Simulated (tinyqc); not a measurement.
# From one set of inputs to another, one input at a time

Model: microkinetic model of low-temperature epitaxy from hydride gases: adsorption, hydrogen desorption and rate control. Computed by tinyqc, a small Python program. Command: `OMP_NUM_THREADS=1 python tinyqc.py 3011197 3011198 out.jsonl hepi ladder`. One thread of a shared host (Intel(R) Xeon(R) Processor @ 2.30GHz), about 0.03 s of CPU time with the checks.

Each hydride molecule needs two free sites and leaves four hydrogen atoms, of which two leave at once as H2; theta is the hydrogen coverage, the site density is 6.78 per nm^2 and one layer is 1.358 angstrom thick.

The inputs printed are set A. Inputs not listed in the table keep their values of set A, so the rows need not describe a real material.

Inputs (values chosen for the exercise, close to those used for silane and germane on Si(001)):
```
quantity                                           value  unit
silane pressure p_S                                  3.9    Pa
sticking prefactor of silane s0                    0.015     -
adsorption barrier E_s                              0.11    eV
desorption prefactor nu_d                        5.1e+12   1/s
desorption energy on silicon E_d                     2.1    eV
hydrogen carrier pressure p_H                          0    Pa
sticking of hydrogen s_H                         2.7e-08     -
temperature T                                        770     C
germane pressure p_G                                 1.3    Pa
sticking ratio of germane to silane r_G              5.5     -
lowering of E_d per unit germanium fraction, dE     0.43    eV
```

Film: silicon-germanium. Order of hydrogen desorption: first.

Constants: k_B = 8.617333262e-05 eV/K; u = 1.6605390666e-27 kg; k_B = 1.380649e-23 J/K.

Method:
- Flux per site F = p/(sqrt(2 pi M k_B T) x 6.78e18 per m^2), M = 32.12 u (silane), 76.63 u (germane), 2.016 u (hydrogen); s = s0 exp(-E_s/(k_B T)); k_S = s F_S, k_G = r_G s F_G; germanium fraction x = k_G/(k_S + k_G); k = k_S + k_G; k_H = s_H F_H; k_d = nu_d exp(-(E_d - dE x)/(k_B T)).
- Temperatures in kelvin are T(C) + 273.15.
- With k the hydride and k_H the hydrogen adsorption rate on free pairs and k_d the desorption rate, steady state: 2 (k + k_H)(1 - theta)^2 = k_d theta; growth rate R = k (1 - theta)^2 layers/s; 1 layer/s = 8.148 nm/min.
- With c = 2 (k + k_H)/k_d the free share is 1 - theta = 2/(1 + sqrt(1 + 4c)).

Each row keeps all changes above it:
```
input moved                                                                        from          to  growth rate G (nm/min)  hydrogen coverage theta  germanium fraction x
set A                                                                                 -           -              6.1161e+02                  0.03070               0.54274
germane pressure p_G (Pa)                                                           1.3        0.19              2.8610e+02                  0.09496               0.14783
lowering of E_d per unit germanium fraction, dE (eV)                               0.43        0.41              2.8445e+02                  0.09757               0.14783
desorption prefactor nu_d (1/s) and desorption energy on silicon E_d (eV)  5.1e+12, 2.1  3.1e+12, 2              3.1024e+02                  0.05756               0.14783
temperature T (C)                                                                   770         470              8.3823e-01                  0.94238               0.14783
sticking prefactor of silane s0 and adsorption barrier E_s (eV)             0.015, 0.11  0.13, 0.32              8.0175e-01                  0.90137               0.14783
```

Growth rate G goes from 612 to 0.802, a factor 0.00131 in all. The largest single move comes from temperature T (a factor 0.00270). Hydrogen coverage theta goes from 0.0307 to 0.901, a factor 29.4 in all. The largest single move comes from temperature T (a factor 16.4), and desorption prefactor nu_d with desorption energy on silicon E_d works against it (a factor 0.590). Germanium fraction x goes from 0.543 to 0.148, a factor 0.272 in all. The largest single move comes from germane pressure p_G (a factor 0.272). The single moves hold for this order of the switches; the total does not depend on the order.

Extremes, crossings and ranges named in words are read from the listed rows.
